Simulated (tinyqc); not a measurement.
Threshold-voltage variability of a planar MOSFET, analytic estimates: one step of the calculation.

Three independent sources add in quadrature: random dopants in the depleted layer, metal-gate grains of two orientations, and roughness of the two gate edges acting through the roll-off VT = VT(long) - Vr exp(-L/l). These are first-order estimates: no three-dimensional electrostatics, no percolation.

Problem. Margin in standard deviations for the wanted yield. Cells fail independently with probability Q(k) = erfc(k/sqrt(2))/2 when the margin is k standard deviations, and Y = exp(-Nb Q(k)). phi = exp(-k^2/2)/sqrt(2 pi). Newton steps on Q(k) + ln(Y)/Nb = 0: k(new) = k + (Q + ln(Y)/Nb)/phi.

Inputs (values chosen for the exercise):
- Nb = 1048576 (number of cells)
- Y = 0.964 (wanted yield)

k after iteration 1 = 2.4213686

Give: Q(k); phi; k after iteration 2.

Solution.

Q(k) = 0.0077311
phi = 0.021270
k after iteration 2 = 2.7848

tinyqc, about 0.01 s, one thread, Intel Xeon 2.30GHz (shared host): `OMP_NUM_THREADS=1 python tinyqc.py 2090057 2090058 out.jsonl`
